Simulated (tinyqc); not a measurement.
What moves the results: phonon-assisted absorption at an indirect gap. A value that a table varies takes the place of the one given here.

alpha(E) = sum_j A_j [N_j (E - Eg + w_j)^2 + (N_j + 1)(E - Eg - w_j)^2], each bracket counted only where its base is positive; N_j = 1/(exp(w_j/kB T) - 1). The first term absorbs a phonon and the second emits one; excitons and direct transitions are left out.

Photodiode (Gaertner form with a dead layer): QE = (1 - R) exp(-alpha xj) [1 - exp(-alpha W)/(1 + alpha L)], R = ((nr - 1)/(nr + 1))^2; responsivity = QE/E in A/W for E in eV.

Constants: kB = 8.617333262e-05 eV/K.

Inputs chosen for the exercise (loosely those of Si at room temperature; Eg is not tied to T; shifted at random, so the results belong to these values and not to a real crystal): Eg = 1.139 eV (indirect gap, held fixed unless listed); w = (58.3, 17.6) meV (two zone-edge phonons); A = (2600, 280) 1/(cm eV^2) (their strengths); T = 200 K; nr = 3.67 (refractive index); xj = 0.053 micrometre (dead layer at the surface); W = 0.89 micrometre (depleted width); L = 6.6 micrometre (minority diffusion length below it); E = 1.234 eV (photon energy).

## The square root of alpha at three temperatures

The gap is held fixed, so only the phonon occupations change.

sqrt(alpha) (1/cm^(1/2)):
```
E - Eg (eV)    77 K   300 K   600 K
-0.04         0.012   0.319   0.646
-0.02         0.024   0.668   1.351
0.00          0.089   1.060   2.109
0.02          0.185   1.509   2.935
0.04          0.475   2.044   3.848
0.07          1.163   3.028   5.384
0.10          2.621   4.528   7.350
0.15          5.269   7.459  11.080
0.20          7.954  10.540  15.009
0.30         13.346  16.821  23.055
0.45         21.449  26.327  35.272
0.60         29.555  35.863  47.544
```

Below the gap only phonon absorption acts: at E - Eg = -0.02 eV sqrt(alpha) is 0.024, 0.668 and 1.351 at 77, 300 and 600 K. A straight line through the last two rows meets the axis at E - Eg = +0.0531, +0.0359 and +0.0189 eV: the intercept is roughly a weighted mean of the thresholds, not the gap, and it moves from the emission side towards Eg as the occupations grow. At the last row alpha grows by a factor 2.59 from the lowest to the highest temperature at fixed gap.

## Spectral response

Response:
```
E (eV)  wavelength (nm)  alpha (1/cm)  1/alpha (micrometre)  dead layer  collected     QE    A/W
1.16               1069         0.815              1.23e+04       1.000      0.001  0.000  0.000
1.20               1033          3.12              3.21e+03       1.000      0.002  0.002  0.001
1.26                984          21.2                   471       1.000      0.016  0.011  0.008
1.34                925          83.2                   120       1.000      0.059  0.040  0.030
1.44                861           221                  45.2       0.999      0.145  0.097  0.067
1.59                780           556                  18.0       0.997      0.304  0.204  0.128
1.79                693      1.24e+03                  8.08       0.993      0.507  0.339  0.189
2.04                608      2.47e+03                  4.05       0.987      0.695  0.462  0.226
2.34                530      4.51e+03                  2.22       0.976      0.832  0.546  0.234
2.74                452      8.17e+03                  1.22       0.958      0.924  0.596  0.217
```

QE is highest, 0.596, at 2.74 eV of those listed and the responsivity at 2.34 eV; reflection alone caps QE at 0.673. Near the gap weak absorption limits it (collected share 0.001); at the top the dead layer passes 0.958. Far above the gap the quadratic law and a constant index are only rough.

## What moves the response

At the energy E. Each row changes one parameter from the base and keeps the others.

Results:
```
case                   alpha (1/cm)      QE
base                          10.39  0.0052
Eg = 1.119 eV                 18.32  0.0091
T = 250 K                     13.94  0.0070
W = 1.78 micrometre           10.39  0.0058
L = 3.3 micrometre            10.39  0.0029
xj = 0.106 micrometre         10.39  0.0052
nr = 3.85                     10.39  0.0051
```

The largest shifts from the base row, up to three for each result and ties (the steps differ in size, so this ranks the rows, not the parameters). alpha (1/cm): Eg +7.93, T +3.55; unchanged at the printed digits by W, L, xj and nr. QE: Eg +0.0039, L -0.0023, T +0.0018; unchanged at the printed digits by xj.

(tinyqc, `OMP_NUM_THREADS=1 python tinyqc.py 1680218 1680219 out.jsonl`, Intel(R) Xeon(R) Processor @ 2.30GHz, 1 thread, shared host, about 0.01 s.)
